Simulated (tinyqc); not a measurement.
Magnetoresistance against angle.

Conductance G = G0 (1 + P1 P2 cos(phi)) at low bias, phi the angle between the magnetisations, normalised to Rp = RA/area at phi = 0.

Values chosen for this exercise:
```
symbol  value      unit                                   meaning
Dm         19        nm                                  diameter
P1       0.61            spin polarisation of the reference layer
P2       0.72                 spin polarisation of the free layer
RA        3.2  ohm um^2   resistance-area product, parallel state
```

Magnetoresistance against angle:
```
phi (degree),R (kohm),R/Rp - 1 (%),share of the full TMR (%)
0,11.286,0,0
20,11.498,1.8749,1.1970
45,12.394,9.8155,6.2666
70,14.122,25.124,16.040
90,16.243,43.920,28.040
110,19.115,69.361,44.282
135,23.560,108.75,69.429
160,27.658,145.06,92.611
180,28.965,156.63,100.00
```

What does the comparison show?

R rises from 11.3 to 29.0 kohm, TMR0 = 157 %. It is the conductance that follows cos(phi), so at 90 degrees R has covered only (1 - P1 P2)/2 = 28.0 % of its range.

Program tinyqc, `OMP_NUM_THREADS=1 python tinyqc.py 2450102 2450103 out.jsonl`; Intel Xeon 2.30GHz, shared host, one thread, about 0.01 s.
